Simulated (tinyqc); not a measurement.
Isotype n-N heterojunction, non-linear Poisson equation by Newton steps, Boltzmann statistics: one step of the calculation.

One dimension, material 1 (n-type) at x < 0 and material 2 (n-type) at x > 0. Band edges: Ec = -psi in material 1 and -psi + dEc in material 2, Ev = Ec - Eg. Equilibrium, Fermi level at 0. n = Nc F((EFn - Ec)/Vt), p = Nv F((Ev - EFp)/Vt), with F(eta) = exp(eta) (Boltzmann statistics); full ionisation, no interface charge, classical densities; the doping types are chosen for the exercise.

Task. Check against the first integral. Exact first integral: on each side D^2/(2 eps0 er) = G, G = q [Vt (nI_j - nI_b) + Vt (pI_j - pI_b) - C (psi_j - psi_b)], with C = +N1 or +N2, b the neutral end of that side, and nI, pI the densities themselves. D is continuous, so er1 G1(psi_j) = er2 G2(psi_j) fixes psi_j. Ends from Nc1 F(psi_L/Vt) = N1 and Nc2 F((V + psi_R - dEc)/Vt) = N2. D is counted positive when psi rises towards material 2.

Values chosen for this exercise; band and dielectric values those of a made-up pair:
```
symbol    value   unit                                          meaning
T           400      K                                      temperature
Eg1        1.24     eV                           band gap of material 1
er1        11.8                     relative permittivity of material 1
Nc1     4.36e19  cm^-3  conduction-band density of states of material 1
Nv1     3.76e19  cm^-3     valence-band density of states of material 1
Eg2        1.52     eV                           band gap of material 2
er2          12                     relative permittivity of material 2
Nc2     1.74e20  cm^-3  conduction-band density of states of material 2
Nv2     1.37e20  cm^-3     valence-band density of states of material 2
dEc        0.01     eV                 conduction-band offset Ec2 - Ec1
N1       6.7e15  cm^-3                      donor density of material 1
N2       3.2e17  cm^-3                      donor density of material 2
V             0      V                    bias of side 1 against side 2
```

Constants: q = 1.602176634e-19 C, kB = 1.380649e-23 J/K, Vt = kB T/q, eps0 = 8.8541878128e-14 F/cm where lengths are in cm. Results are converted to the units shown.

Wanted: psi_j; D; psi_j - psi_L; psi_R - psi_j; Ec1 - EFn at the interface; Ec2 - EFn at the interface.

Result.

psi_j = -0.2259 V
D = 21.63 nC/cm^2
psi_j - psi_L = 0.07679 V
psi_R - psi_j = 0.01877 V
Ec1 - EFn at the interface = 0.2259 eV
Ec2 - EFn at the interface = 0.2359 eV

Material 1 takes 80.4 % of the bending.

Numbers from tinyqc (`OMP_NUM_THREADS=1 python tinyqc.py 2040138 2040139 out.jsonl`; about 0.03 s on one thread of a shared Intel Xeon 2.30GHz).
